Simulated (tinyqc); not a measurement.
Inside a calculation. Method: Pariser-Parr-Pople SCF with singles CI, for the molecule c1c[cH+]ccnc1 (SMILES; centres numbered as the heavy atoms are written). One step of it, computed by the program tinyqc.

Problem. Iteration 1: orbitals and new P. Diagonalise F (the basis is taken as orthonormal) and form P = 2 sum c c over the lowest orbitals; 0.5 of the old P is kept.

F (eV):
```
            1C          2C          3C          4C          5C          6N          7C
1C  -11.221220   -4.825167   -0.409358    0.489951    0.497035   -0.395852   -4.793726
2C   -4.825167  -11.231664   -4.808085   -0.409276    0.480739    0.477957   -0.407824
3C   -0.409358   -4.808085  -11.231190   -4.824301   -0.407695    0.477904    0.480788
4C    0.489951   -0.409276   -4.824301  -11.220349   -4.793252   -0.395791    0.497021
5C    0.497035    0.480739   -0.407695   -4.793252  -11.210173   -5.005455   -0.400374
6N   -0.395852    0.477957    0.477904   -0.395791   -5.005455  -13.712357   -5.005666
7C   -4.793726   -0.407824    0.480788    0.497021   -0.400374   -5.005666  -11.210753
```

pi electrons, sum of z_r less the charge = 6

P at the start:
```
           1C         2C         3C         4C         5C         6N         7C
1C   0.854793   0.644621   0.161186  -0.231475  -0.234822   0.154279   0.636298
2C   0.644621   0.855424   0.640275   0.161186  -0.227129  -0.224195   0.160556
3C   0.161186   0.640275   0.855424   0.644621   0.160556  -0.224195  -0.227129
4C  -0.231475   0.161186   0.644621   0.854793   0.636298   0.154279  -0.234822
5C  -0.234822  -0.227129   0.160556   0.636298   0.856263   0.645829   0.157680
6N   0.154279  -0.224195  -0.224195   0.154279   0.645829   0.867040   0.645829
7C   0.636298   0.160556  -0.227129  -0.234822   0.157680   0.645829   0.856263
```

Give: orbital energies; P after iteration 1.

Solution.

orbital energies (eV): -21.361  -18.674  -17.915  -8.377  -7.755  -3.682  -3.274

P after iteration 1:
```
        1C      2C      3C      4C      5C      6N      7C
1C   0.853   0.651   0.167  -0.234  -0.246   0.146   0.625
2C   0.651   0.846   0.631   0.167  -0.210  -0.225   0.178
3C   0.167   0.631   0.846   0.651   0.178  -0.225  -0.210
4C  -0.234   0.167   0.651   0.853   0.625   0.146  -0.246
5C  -0.246  -0.210   0.178   0.625   0.820   0.650   0.123
6N   0.146  -0.225  -0.225   0.146   0.650   0.960   0.650
7C   0.625   0.178  -0.210  -0.246   0.123   0.650   0.820
```
